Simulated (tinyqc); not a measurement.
# Voltage drop against the pad pitch

A grid of 13 by 13 nodes with segments Rx (rows) and Ry (columns); every node draws I1 and the central node kh I1; pads with resistance Rp sit at the nodes whose row and column are multiples of the pitch, counting from 0. The drops u = Vdd - V follow from G u = i, with G the conductance matrix and i the load currents, solved directly.

Inputs (values chosen for the exercise):
- Vdd = 0.65 V (supply voltage)
- Rx = 0.64 ohm (resistance of a horizontal segment)
- Ry = 1.9 ohm (resistance of a vertical segment)
- Rp = 0.11 ohm (resistance from a pad node to the supply)
- kh = 3 (factor on the load at the hot node)
- I1 = 0.11 mA (load current of a node in the large grid)

Voltage drop against the pad pitch:

| pitch (nodes) | pads | worst drop (mV) | mean drop (mV) | largest drop at a pad (mV) | largest pad current (mA) | worst drop over Vdd (%) |
|---|---|---|---|---|---|---|
| 1 | 169 | 0.02922 | 0.01224 | 0.02922 | 0.2657 | 0.004496 |
| 2 | 49 | 0.1912 | 0.1185 | 0.06729 | 0.6117 | 0.02942 |
| 3 | 25 | 0.4353 | 0.3134 | 0.1262 | 1.147 | 0.06697 |
| 4 | 16 | 0.9611 | 0.6085 | 0.1819 | 1.653 | 0.1479 |
| 6 | 9 | 1.855 | 1.445 | 0.3910 | 3.554 | 0.2853 |
| 12 | 4 | 7.625 | 5.998 | 0.5173 | 4.702 | 1.173 |

The worst drop goes from 0.0292 to 7.62 mV while the number of pads falls from 169 to 4; between the last two rows it goes as pitch^(2.04). The largest drop at a pad is 100 % of the worst drop in the first row and 6.78 % in the last; the rest falls along the wires.

Numbers from tinyqc (`OMP_NUM_THREADS=1 python tinyqc.py 2770174 2770175 out.jsonl`; about 0.06 s on one thread of a shared Intel Xeon 2.30GHz).
